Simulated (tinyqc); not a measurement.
What moves the results: trap in a gate oxide as a short-range spherical well. A value that a table varies takes the place of the one given here.

A spherical well of radius R and depth V0 below the conduction edge, one mass m, c = hbar^2/2m0. The s level at binding Et solves k cot(k R) = -kappa with k = sqrt(m (V0 - Et)/c), kappa = sqrt(m Et/c); it exists for V0 > Vc = c (pi/2R)^2/m. Outside, psi falls as exp(-kappa r)/r.

Lucovsky model (delta well, plane-wave final states, no local-field factor): sigma = (32 pi alpha c/(3 n_r m Et)) (x - 1)^(3/2)/x^3, x = h nu/Et, c = hbar^2/2m0; 1 angstrom^2 = 1e-16 cm^2.

Energies from the conduction edge of the channel. The trap level at depth x is E_T = dEc - Et - e Fox x (1 MV/cm = 0.01 eV/angstrom). An electron at the channel edge tunnels with the WKB exponent S = (4/3) sqrt(m/c) [dEc^(3/2) - (dEc - e Fox x)^(3/2)]/(e Fox), c = hbar^2/2m0; tau = t0 exp(S); the occupation is f = 1/(1 + exp((E_T - EF)/kB T)), tau_c = tau/f and tau_e = tau/(1 - f). Lattice relaxation is left out; a level below the channel edge needs phonons as well, so tau is then a lower bound, while a level above it can also empty elastically at its own energy, through a thinner barrier, faster than this tau.

Constants: hbar^2/2m0 = 3.80998211 eV angstrom^2; fine-structure constant alpha = 0.007297352564; kB = 8.617333262e-05 eV/K.

Parameters, chosen for this exercise (near those of SiO2 on 4H SiC; shifted at random, so the results belong to these values and not to a real crystal):
- R = 3.7 angstrom (radius of the well)
- m = 0.452 m0 (mass)
- fV = (1.05, 1.11, 1.21, 1.52, 2.05, 3.18, 5.96) (V0/Vc)
- n_r = 1.47 (refractive index)
- xs = (1.08, 1.28, 1.48, 1.8, 2.15, 3.14, 4.03, 8.95) (photon energies h nu/Et)
- dEc = 2.75 eV (conduction offset to the channel)
- Fox = 2 MV/cm (oxide field, lowering levels away from the channel)
- t0 = 5.7 x 1e-11 s (time constant at the interface)
- T = 300 K (temperature)
- EF = -0.14 eV (Fermi level above the channel edge)
- ds = (3, 6, 9, 12, 15, 18) angstrom (depths)
- V0 = 5.4 eV (depth of the well)
- x = 5 angstrom (depth of the trap)

## From threshold to a deep level

Et against the depth at fixed R; near threshold Et = (pi^2/16)(V0 - Vc)^2/Vc.

Results:

| V0/Vc | V0 (eV) | Et (eV) | threshold form (eV) | 1/kappa (angstrom) | share outside |
|---|---|---|---|---|---|
| 1.05 | 1.595 | 0.002260 | 0.002343 | 61.1 | 0.942 |
| 1.11 | 1.686 | 0.01050 | 0.01134 | 28.3 | 0.879 |
| 1.21 | 1.838 | 0.03587 | 0.04133 | 15.3 | 0.790 |
| 1.52 | 2.309 | 0.1847 | 0.2534 | 6.8 | 0.594 |
| 2.05 | 3.114 | 0.5946 | 1.033 | 3.8 | 0.408 |
| 3.18 | 4.831 | 1.785 | 4.454 | 2.2 | 0.233 |
| 5.96 | 9.055 | 5.362 | 23.05 | 1.3 | 0.103 |

The threshold form holds to 10 % up to V0/Vc = 1.11 of those listed. There the state is mostly outside the well (94 % in the first row) and knows only Et, which is why a delta-well model works; more than half is inside from V0/Vc = 2.05 on. A second s level would need V0/Vc > 9.

## Neutral against charged centre

Et = 2.23057 eV

Lucovsky cross-section, its shape relative to the peak, and the shape of a hydrogen-like centre relative to threshold: x^-4 exp(4 - 4 atan(e)/e)/(1 - exp(-2 pi/e)), e = sqrt(x - 1).

Results:

| x | h nu (eV) | sigma (1e-18 cm^2) | relative to peak | hydrogen-like |
|---|---|---|---|---|
| 1.08 | 2.409 | 1.13 | 0.144 | 0.814 |
| 1.28 | 2.855 | 4.44 | 0.565 | 0.514 |
| 1.48 | 3.301 | 6.45 | 0.821 | 0.344 |
| 1.80 | 4.015 | 7.71 | 0.982 | 0.199 |
| 2.15 | 4.796 | 7.80 | 0.993 | 0.120 |
| 3.14 | 7.004 | 6.36 | 0.809 | 0.040 |
| 4.03 | 8.989 | 5.07 | 0.645 | 0.019 |
| 8.95 | 19.964 | 1.97 | 0.250 | 0.002 |

The short-range centre starts from zero, reaches half its peak at x = 1.24 and peaks at x = 2; in the last row it still has 25 % of the peak. The Coulomb centre is largest at threshold and is down to 0.2 % there. Reading the peak as the threshold would misplace the level by a factor 2, here 2.23 eV. Rows above the gap, about 9 eV, are hidden by band-to-band absorption.

## Depth of the trap

Each depth has its own level and time; the corner frequency is 1/(2 pi tau).

Results:

| x (angstrom) | E_T (eV) | S | tau (s) | corner (Hz) | f |
|---|---|---|---|---|---|
| 3 | 0.459 | 3.41 | 1.7e-09 | 9.2e+07 | 0.000 |
| 6 | 0.399 | 6.78 | 5.0e-08 | 3.2e+06 | 0.000 |
| 9 | 0.339 | 10.11 | 1.4e-06 | 1.1e+05 | 0.000 |
| 12 | 0.279 | 13.40 | 3.8e-05 | 4.2e+03 | 0.000 |
| 15 | 0.219 | 16.66 | 0.00098 | 1.6e+02 | 0.000 |
| 18 | 0.159 | 19.87 | 0.024 | 6.5 | 0.000 |

tau spans 7.2 decades, one decade for each 2.05 angstrom at the start and 2.15 at the end, where the field has thinned the barrier. Traps spread evenly in depth are thus spread nearly evenly in ln tau; if levels near EF exist at every depth, this sums to 1/f noise and to charging that grows as ln t. With the single Et of this table only depths where f is neither 0 nor 1 contribute. The level stays above EF at all these depths.

## What each parameter does

Et from the well, then the level and the time. Each row changes one parameter from the base and keeps the others.

Results:

| case | Et (eV) | E_T (eV) | log10 tau (s) | ln(tau_c/tau_e) |
|---|---|---|---|---|
| base | 2.231 | 0.419 | -7.79 | 21.6 |
| x = 7 angstrom | 2.231 | 0.379 | -6.82 | 20.1 |
| Fox = 3 MV/cm | 2.231 | 0.369 | -7.80 | 19.7 |
| dEc = 2.53 eV | 2.231 | 0.199 | -7.89 | 13.1 |
| m = 0.497 m0 | 2.425 | 0.225 | -7.67 | 14.1 |
| V0 = 5.67 eV | 2.448 | 0.202 | -7.79 | 13.2 |
| T = 350 K | 2.231 | 0.419 | -7.79 | 18.5 |
| EF = -0.09 eV | 2.231 | 0.419 | -7.79 | 19.7 |

The largest shifts from the base row, up to three for each result and ties (the steps differ in size, so this ranks the rows, not the parameters). Et (eV): V0 +0.217, m +0.194; unchanged at the printed digits by x, Fox, dEc, T and EF. E_T (eV): dEc -0.220, V0 -0.217, m -0.194; unchanged at the printed digits by T and EF. log10 tau (s): x +0.97, m +0.12, dEc -0.10; unchanged at the printed digits by V0, T and EF. ln(tau_c/tau_e): dEc -8.5, V0 -8.4, m -7.5.

tinyqc: `OMP_NUM_THREADS=1 python tinyqc.py 1281215 1281216 out.jsonl`; about 0.01 s, one thread, shared Intel(R) Xeon(R) Processor @ 2.30GHz.
